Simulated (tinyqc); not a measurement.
# Changing the channel mass m

Model: charge control and current of a heterostructure field-effect transistor. Computed by tinyqc, a small Python program. Command: `OMP_NUM_THREADS=1 python tinyqc.py 3018598 3018599 out.jsonl hemt sweep`. One thread of a shared host (Intel(R) Xeon(R) Processor @ 2.30GHz), about 0.01 s of CPU time with the checks.

Two subbands in a triangular well; E_F is counted from the conduction band edge of the channel at the interface.

Inputs (values chosen for the exercise, modelled on AlGaAs/GaAs): permittivity eps (barrier and channel) = 12.3; barrier thickness d = 44 nm; Schottky barrier phi_B = 0.98 eV; conduction band offset dE_c = 0.31 eV; delta-doping density N_d = 3.5e+12 1/cm^2; gate voltage V_G = 0 V; temperature T = 300 K; mixing = 0.5; iteration cap = 200; spacer between delta layer and channel = 2 nm.

Charge source: delta doping. Velocity law: two-piece.

Constants: e = 1.602176634e-19 C; eps_0 = 8.8541878128e-12 F/m; k_B = 8.617333262e-05 eV/K; hbar = 1.054571817e-34 J s; m_0 = 9.1093837015e-31 kg; k_B = 1.380649e-23 J/K.

Method:
- Threshold V_T = phi_B - dE_c - e N_d (d - spacer)/(eps eps_0) (in volts); C_b = eps eps_0/d.
- Charge control: n_s = C_b (V_G - V_T - E_F/e)/e. Well: mean field F = e n_s/(2 eps eps_0), E_i = (hbar^2/2m)^(1/3) [(3 pi e F/2)(i + 3/4)]^(2/3), i = 0, 1; n_s = D k_B T sum_i ln(1 + exp((E_F - E_i)/k_B T)), D = m/(pi hbar^2), which is solved in closed form for E_F.
- Iteration from n_s = C_b (V_G - V_T)/(2e): E_F from n_s, n_out from the charge control, n_new = n_s + mixing (n_out - n_s), kept above n_s/10; stop when |n_out/n_s - 1| < 1e-9.
- C_g = e dn_s/dV_G = 1/(1/C_b + 1/C_q), 1/C_q = d(E_F/e)/d(e n_s) by a central difference of +/- 0.1 % in n_s; added distance dd = eps eps_0/C_q.

One run for each value; columns: (1) channel mass m (m_0); (2) gate capacitance C_g (microfarad/cm^2); (3) added distance dd (nm); (4) sheet density n_s (1/cm^2); (5) share in the second subband (%):
```
(1)       (2)    (3)        (4)    (5)
0.020  0.2022  9.872  1.800e+12  22.61
0.032  0.2111  7.578  1.902e+12  16.50
0.050  0.2180  5.950  1.984e+12  12.48
0.079  0.2237  4.690  2.053e+12  10.59
0.130  0.2282  3.727  2.116e+12  10.42
0.200  0.2310  3.147  2.161e+12  11.31
0.320  0.2333  2.689  2.205e+12  13.02
0.500  0.2349  2.364  2.242e+12  15.16
```

Over the rows, gate capacitance C_g (microfarad/cm^2) rises from 0.202 to 0.235 (exponent d ln y / d ln x 0.093 between the first rows and 0.016 between the last); added distance dd (nm) falls from 9.87 to 2.36 (exponent d ln y / d ln x -0.56 between the first rows and -0.29 between the last); sheet density n_s (1/cm^2) rises from 1.80e12 to 2.24e12 (exponent d ln y / d ln x 0.12 between the first rows and 0.037 between the last). A light mass lowers the density of states and raises E_0, so more of the gate voltage goes into E_F.

Caution (rows 0.0200, 0.0320): E_F lies above the conduction band minimum of the barrier, so electrons would spill into the barrier.

Extremes, crossings and ranges named in words are read from the listed rows.
